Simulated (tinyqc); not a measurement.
# MESFET, gradual channel with velocity saturation, step by step

Program tinyqc, `OMP_NUM_THREADS=1 python tinyqc.py 2500057 2500058 out.jsonl`; Intel Xeon 2.30GHz, shared host, one thread, about 0.04 s. Printed values are rounded.

A uniformly doped n-type channel, depleted from the top by a Schottky gate; at channel potential V the depleted share of a is u = sqrt((Vbi - Vg + V)/Vp), s at the source. Electrons drift with v = mu E/(1 + mu E/vsat). Abrupt depletion edge, no series resistance, source at 0.

Inputs (values chosen for the exercise); material values those of a made-up semiconductor:
- T = 400 K (temperature)
- eps_r = 9.73 (relative permittivity of the semiconductor)
- Nc = 8.39e17 cm^-3 (conduction-band density of states at T)
- Nd = 2.4e17 cm^-3 (donor density of the channel)
- a = 130 nm (channel thickness)
- mu = 2800 cm^2/(V s) (low-field mobility at this doping)
- vsat = 1e7 cm/s (saturation velocity)
- L = 5 um (gate length)
- W = 100 um (gate width)
- phiB = 1.04 V (Schottky barrier)
- Vg = 0 V (gate voltage)
- Vd = 0.95 V (drain voltage)

Constants: q = 1.602176634e-19 C, kB = 1.380649e-23 J/K, Vt = kB T/q, eps0 = 8.8541878128e-14 F/cm where lengths are in cm. Results are converted to the units shown.

## Built-in and pinch-off voltages

Vbi = phiB - Vt ln(Nc/Nd); Vp = q Nd a^2/(2 eps0 eps_r); G0 = q mu Nd a W/L; Z = mu Vp/(vsat L); s = sqrt((Vbi - Vg)/Vp). VT = Vbi - Vp.

Vbi = 0.996859 V
Vp = 3.77152 V
VT = -2.77466 V
G0 = 27.9932 mS
Z = 2.11205
s = 0.514113

Z = 2.11: velocity saturation matters.

## Current below saturation

u = sqrt((Vbi - Vg + Vd)/Vp). I = (G0 Vp/3) F/(1 + Z (u^2 - s^2)), F = 3 (u^2 - s^2) - 2 (u^3 - s^3), with u at V = Vd; Z = 0 gives constant mobility, for which u stops at 1.

u = 0.718470
F = 0.285687
I for Z = 0 = 10.0540 mA
I = 6.56266 mA

The falling mobility lowers the current by 34.7 %.

## Iteration 1: the saturation point by Newton steps

u at the start = 1

a is the channel (half-)thickness, Vp its pinch-off voltage and Z = mu Vp/(vsat L); an iterate with u > 1 is an overshoot, not a physical state. f = (1 - u)(1 + Z (u^2 - s^2)) - Z F/3, F = 3 (u^2 - s^2) - 2 (u^3 - s^3); f' = -(1 + Z (u^2 - s^2)); u(new) = u - f/f'.

f = -0.337109
f' = -2.55381
u after iteration 1 = 0.867998

## Iteration 2: the saturation point by Newton steps

As before.

f = -0.0351824
f' = -2.03302
u after iteration 2 = 0.850692

## Course of the iteration: the saturation point by Newton steps

Stop when u changes by less than 1e-10, or after 60 iterations.

Course of the iteration:
```
iteration	u	|change|
1	0.867998	0.132
2	0.850692	0.0173
3	0.850415	2.77e-4
4	0.850415	6.99e-8
5	0.850415	< 1e-13
```

Converged in 5 iterations. At the end the number of correct digits about doubles with each step.

## Saturation voltage, current and transconductance

um = 0.850415

Vdsat = Vp (um^2 - s^2); Isat = (G0 Vp/Z)(1 - um), which is q Nd vsat a W (1 - um); gm = G0 (um - s)/(1 + Z (um^2 - s^2)). For Z = 0: Vdsat = Vp (1 - s^2), Isat = (G0 Vp/3)(1 - 3 s^2 + 2 s^3), gm = G0 (1 - s).

Vdsat = 1.73073 V
Isat = 7.47743 mA
gm = 4.78070 mS
Vdsat for Z = 0 = 2.77466 V
Isat for Z = 0 = 16.8514 mA
gm for Z = 0 = 13.6015 mS

The current saturates with 15.0 % of the channel still open at the drain, at 0.444 of the constant-mobility current.
